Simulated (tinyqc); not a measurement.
# Length offset and series resistance from crossing lines

Inverse problem. R_total = Rs + k (L - dL)/Vo with constant Rs, dL and k. Find k, dL and Rs.

R_total at (L, Vo) = (90, 0.35), (270, 0.35), (90, 0.71) and (270, 0.71), L in nm and Vo in V (ohm um): 738.85714  1767.4286  556.90141  1063.9437

Answer. At each overdrive R is a straight line in L with slope k/Vo; the two lines cross at L = dL, R = Rs.

k = 2.00 ohm um V/nm
dL = 27.2 nm
Rs = 380 ohm um

Numbers from tinyqc (`OMP_NUM_THREADS=1 python tinyqc.py 2282272 2282273 out.jsonl`; about 0.03 s on one thread of a shared Intel Xeon 2.30GHz).
